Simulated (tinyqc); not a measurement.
CCSD on RHF in the sto-3g basis, frozen core, for BeH2, spin multiplicity 1, step by step (part 2 of 2). Computed by tinyqc, a small Python program that keeps every step (integrals from PySCF). Command: `OMP_NUM_THREADS=1 python tinyqc.py 22822 22823 out.jsonl` (the two numbers bound the seeds that draw the settings). One thread of a shared host (Intel(R) Xeon(R) Processor @ 2.60GHz), about 0.4 s of CPU time with the checks.

Geometry (angstrom):
```
atom         x          y         z
Be    0.000000   0.000000  0.000000
H     0.000000   1.465000  0.000000
H     0.000000  -1.465000  0.000000
```

## CCSD: amplitude update 2

Amplitudes after update 1 (spin orbitals 1a, 1b, ...; amplitudes related by a flip of all spins are not repeated):
```
from      to          t
3a 3b  6a 6b  -0.074631
2a 2b  6a 6b  -0.063274
2a 3b  6a 7b  -0.052271
2a 2b  5a 5b  -0.046972
2a 2b  4a 4b  -0.046972
3a 3b  7a 7b  -0.045959
2a 3b  6b 7a   0.044172
2a 2b  7a 7b  -0.030621
2a 3a  6a 7a  -0.008099
3a 3b  5a 5b  -0.007501
3a 3b  4a 4b  -0.007501
2a        6a   0.005485
3a        7a  -0.001146
```

Two-electron integrals over orbitals (pq|rs), unique and non-zero (hartree); the lowest 1 orbital is frozen and left out:
```
(22|22) 0.384071    (32|32) 0.161355    (33|22) 0.396677    (33|33) 0.419998
(42|42) 0.048109    (43|43) 0.013356    (44|22) 0.359849    (44|33) 0.344154
(44|44) 0.449859    (52|52) 0.048109    (53|53) 0.013356    (54|54) 0.024249
(55|22) 0.359849    (55|33) 0.344154    (55|44) 0.401360    (55|55) 0.449859
(62|22) -0.018598   (62|33) -0.043260   (62|44) 0.061447    (62|55) 0.061447
(62|62) 0.080794    (63|32) -0.092844   (63|63) 0.085188    (64|42) 0.046955
(64|64) 0.050100    (65|52) 0.046955    (65|65) 0.050100    (66|22) 0.384753
(66|33) 0.395852    (66|44) 0.358957    (66|55) 0.358957    (66|62) -0.030229
(66|66) 0.400932    (72|32) -0.041129   (72|63) 0.061931    (72|72) 0.056954
(73|22) -0.001587   (73|33) -0.018497   (73|44) 0.066022    (73|55) 0.066022
(73|62) 0.076352    (73|66) -0.022399   (73|73) 0.085190    (74|43) 0.013494
(74|74) 0.016817    (75|53) 0.013494    (75|75) 0.016817    (76|32) 0.141158
(76|63) -0.092837   (76|72) -0.050727   (76|76) 0.138326    (77|22) 0.411676
(77|33) 0.429031    (77|44) 0.383250    (77|55) 0.383250    (77|62) -0.025811
(77|66) 0.421010    (77|73) -0.001932   (77|77) 0.468410
```

orbital energies (hartree): [-4.526878, -0.434500, -0.394569, 0.213736, 0.213736, 0.399879, 0.794499]

t_i^a D_i^a and t_ij^ab D_ij^ab are set to the remaining terms of the spin-orbital equations, evaluated with the old amplitudes; for the doubles these are <ij||ab> + 1/2 <ab||ef> t_ij^ef + 1/2 <mn||ij> t_mn^ab + P(ij)P(ab) <mb||ej> t_im^ae + terms in t^2 + terms with t1, D the orbital-energy denominators.

Amplitudes after update 2 (spin orbitals 1a, 1b, ...; amplitudes related by a flip of all spins are not repeated):
```
from      to          t
3a 3b  6a 6b  -0.084565
2a 2b  6a 6b  -0.068275
2a 3b  6a 7b  -0.057223
2a 2b  5a 5b  -0.050453
2a 2b  4a 4b  -0.050453
3a 3b  7a 7b  -0.049308
2a 3b  6b 7a   0.048978
2a 2b  7a 7b  -0.033344
2a        6a   0.008404
2a 3a  6a 7a  -0.008245
3a 3b  5a 5b  -0.004001
3a 3b  4a 4b  -0.004001
3a        7a  -0.002035
```

correlation energy = -0.03882060 hartree

## CCSD: amplitude update 3

As before.

Amplitudes after update 3 (spin orbitals 1a, 1b, ...; amplitudes related by a flip of all spins are not repeated):
```
from      to          t
3a 3b  6a 6b  -0.089219
2a 2b  6a 6b  -0.069690
2a 3b  6a 7b  -0.059060
2a 2b  5a 5b  -0.052006
2a 2b  4a 4b  -0.052006
2a 3b  6b 7a   0.050705
3a 3b  7a 7b  -0.050301
2a 2b  7a 7b  -0.034271
2a        6a   0.009913
2a 3a  6a 7a  -0.008355
3a        7a  -0.002685
3a 3b  5a 5b  -0.001878
3a 3b  4a 4b  -0.001878
```

correlation energy = -0.04005833 hartree

## CCSD: convergence

E_corr = 1/4 sum <ij||ab> t_ij^ab + 1/2 sum <ij||ab> t_i^a t_j^b; stop when the norm of the change is below 1e-8.

Course of the amplitude iterations:
```
update  correlation energy (hartree)  norm of the change
0                        -0.02647258                   -
1                        -0.03553429            8.60e-02
2                        -0.03882060            3.41e-02
3                        -0.04005833            1.46e-02
4                        -0.04054419            6.77e-03
5                        -0.04074270            3.38e-03
6                        -0.04082727            1.79e-03
7                        -0.04086495            9.95e-04
8                        -0.04088253            5.67e-04
9                        -0.04089110            3.27e-04
10                       -0.04089547            1.91e-04
11                       -0.04089777            1.12e-04
12                       -0.04089902            6.54e-05
13                       -0.04089972            3.84e-05
...                              ...                 ...
16                       -0.04090047            7.82e-06
17                       -0.04090054            4.60e-06
18                       -0.04090059            2.71e-06
19                       -0.04090061            1.60e-06
20                       -0.04090063            9.41e-07
21                       -0.04090063            5.54e-07
22                       -0.04090064            3.27e-07
23                       -0.04090064            1.92e-07
24                       -0.04090064            1.13e-07
25                       -0.04090065            6.68e-08
26                       -0.04090065            3.94e-08
27                       -0.04090065            2.32e-08
28                       -0.04090065            1.37e-08
29                       -0.04090065            8.06e-09
```

Converged amplitudes (spin orbitals 1a, 1b, ...; amplitudes related by a flip of all spins are not repeated):
```
from      to          t
3a 3b  6a 6b  -0.093955
2a 2b  6a 6b  -0.069412
2a 3b  6a 7b  -0.060307
2a 2b  5a 5b  -0.053894
2a 2b  4a 4b  -0.053894
2a 3b  6b 7a   0.051507
3a 3b  7a 7b  -0.050424
2a 2b  7a 7b  -0.034842
2a        6a   0.011788
2a 3a  6a 7a  -0.008800
3a        7a  -0.003649
3a 3b  5a 5b   0.000564
3a 3b  4a 4b   0.000564
```

CCSD total energy = -15.58125260 hartree

T1 diagnostic, norm of the one-spin t1 over sqrt(correlated electrons) = 0.006170

Converged in 29 updates.
